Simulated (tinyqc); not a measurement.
Gain of the pnp from the holding current.

Inverse problem. On state with both base-emitter voltages at Von: npn base current Ib = (Von/Rs + bp Von/Rw)/(bn bp - 1), holding current Ih = (bn + 1) Ib + Von/Rs. Find bp.

Parameters, values chosen for the exercise:
```
symbol  value  unit                                meaning
bn        1.3                      current gain of the npn
Rs         84   ohm  substrate resistance shunting the npn
Rw        800   ohm       well resistance shunting the pnp
Von      0.69     V   base-emitter voltage in the on state
```

Ih = 12.862391 mA

Solution. Ih gives Ib, and Ib (bn bp - 1) = Von/Rs + bp Von/Rw is linear in bp.

bp = 5.800

Numbers from tinyqc (`OMP_NUM_THREADS=1 python tinyqc.py 2670007 2670008 out.jsonl`; about 0.06 s on one thread of a shared Intel Xeon 2.30GHz).
